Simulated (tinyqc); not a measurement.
Two channel transmissions from conductance and noise.

Question. A contact has two spin-degenerate channels: G = (2 q^2/h)(T1 + T2), Fano factor F = [T1 (1 - T1) + T2 (1 - T2)]/(T1 + T2), T1 > T2. Find T1 and T2.

G in units of 2 q^2/h = 1.18
Fano factor = 0.17796610

Answer. With g = T1 + T2, T1^2 + T2^2 = g (1 - F), so (T1 - T2)^2 = 2 g (1 - F) - g^2.

T1 = 0.9600
T2 = 0.2200

Numbers from tinyqc (`OMP_NUM_THREADS=1 python tinyqc.py 2740109 2740110 out.jsonl`; about 0.05 s on one thread of a shared Intel Xeon 2.30GHz).
